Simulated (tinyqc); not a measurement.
Worked calculation: inter-valley coupling by envelope functions against a chain of atomic planes. Values are carried at full precision from step to step, so a last printed digit may differ when a step is redone from the rounded ones.

Chain: E(phi) = e0 + 2 v cos(phi) + 2 u cos(2 phi), cos(phi0) = -v/(4u), e0 = 2u + v^2/(4u); plane j = 0, 1, ... has the potential V_j = dE x_j + F (j - 30) a/4 (1 MV/m = 1e-4 V/angstrom). There are 30 barrier planes a side; with y = j - 29.5, x_j = xb (f(y) + f(Nw - y)), f(y) = 1/(1 + exp(y/L)), plus any Ge added in the well. The valley splitting is the spacing of the two lowest levels. Envelope theory: F_j solves a one-valley chain with hopping -b and diagonal 2b + V_j, b = 4u sin^2(phi0), sum F_j^2 = 1; the valleys couple by Dv = sum_j F_j^2 V_j exp(-2 i phi0 j) and split by 2|Dv|.

Constants: hbar^2/2m0 = 3.80998211 eV angstrom^2.

Parameters, chosen for this exercise (near those of the Delta valleys of silicon in a SiGe well; the results hold for these values, not for the real material): a = 5.431 angstrom (lattice constant; planes lie a/4 apart); u = 0.587 eV (second-neighbour hopping); v = 0.65 eV (nearest hopping); Nw = 45 (planes in the well); L = 1 planes (interface width); xb = 0.26 (Ge fraction of the barriers); dE = 0.51 eV (offset per unit Ge fraction); F = 8 MV/m (field); js = 59 (plane j of a Ge spike (the well starts at j = 30)); xs = 0.14 (Ge fraction added on that plane).

## Valley phase, mass and the wavelengths that couple the valleys

phi0; b = 4u sin^2(phi0); mass m/m0 = c/(b (a/4)^2), c = hbar^2/2m0. A potential couples the valleys if its phase advances by 2 phi0 a plane, or, since only whole planes count, by 2 pi - 2 phi0: periods pi/phi0 and pi/(pi - phi0) planes.

phi0 = 1.85129 rad
b = 2.16806 eV
mass = 0.9533 m0

periods (planes): pi/phi0 1.6970, pi/(pi - phi0) 2.4348

longer period = 3.3058 angstrom

## The smooth well

Lowest doublet of the chain and the envelope result.

level (meV): chain 27.597, envelope 27.640

splitting (micro-eV): chain 4.38, envelope 4.30

planes covered, 1/sum F^4 = 29.80
largest F_j^2 = 0.04690

The levels agree within 0.04 meV. A graded interface has little Fourier weight at 2 phi0, so the splitting is a small remainder of cancelling terms; the envelope value is 0.98 times that of the chain.

## One plane of added Ge, to first order

F_j^2 of the smooth well on that plane = 0.01185

F_j is the envelope on plane j (sum F_j^2 = 1) and Dv the coupling of the two valleys, which split by 2|Dv|. A single plane has Fourier weight at all wavelengths: it adds dE xs F_j^2 to |Dv|, so the splitting is about 2 dE xs F_j^2 if this term rules, and the mean of the doublet rises by dE xs F_j^2.

splitting = 1692 micro-eV
rise of the mean level = 0.846 meV

The chain with the spike gives 1255 micro-eV and a rise of 0.626 meV; the envelope solved with the spike gives 1228. First order is +35 % off: the state draws back from the spike, which the envelope solved anew includes.

## Checks

- Splitting with a weak spike (0.02) on plane j = 45 from the envelope against the chain (micro-eV): 889 against 894.

tinyqc: `OMP_NUM_THREADS=1 python tinyqc.py 1451773 1451774 out.jsonl`; about 0.05 s, one thread, shared Intel(R) Xeon(R) Processor @ 2.30GHz.
